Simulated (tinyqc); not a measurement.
Raman line shape of confined optical phonons and breathing modes of small crystals: one step, computed by the program tinyqc.

Confinement in 3 direction(s) lets phonons with q away from zero scatter light. q is in units of 2 pi/a, from 0 to 1, and the branch is isotropic: omega(q)^2 = (omega_0^2 + omega_X^2)/2 + ((omega_0^2 - omega_X^2)/2) cos(pi q). The model and its constant beta are phenomenological; beta = 8 is the common choice.

Problem. Range of wave vectors. Weight W(q) = q^2 exp(-(2 L q/a)^2/(2 beta)) dq, that is exp(-k^2 L^2/(2 beta pi^2)) for k = 2 pi q/a. Width q_c = a sqrt(2 beta)/(2 L), where the exponential falls to 1/e; curvature of the branch: omega(q) = omega_0 - c q^2, c = pi^2 (omega_0^2 - omega_X^2)/(8 omega_0); for small q_c the mean of q^2 is (number of confined directions) q_c^2/2, and the mean shift is -c times that.

Inputs (values chosen for the exercise, modelled on diamond): bulk frequency omega_0 = 1334 1/cm; frequency at the zone boundary omega_X = 1160 1/cm; lattice constant a = 3.567 angstrom; size L = 13 nm; confinement constant beta = 8.

Shape: sphere.

Give: q_c; curvature c; mean shift, quadratic estimate; omega(q_c) - omega_0.

Solution.

q_c = 0.054877 2 pi/a

curvature c = 401.33 1/cm

mean shift, quadratic estimate = -1.8129 1/cm

omega(q_c) - omega_0 = -1.2061 1/cm
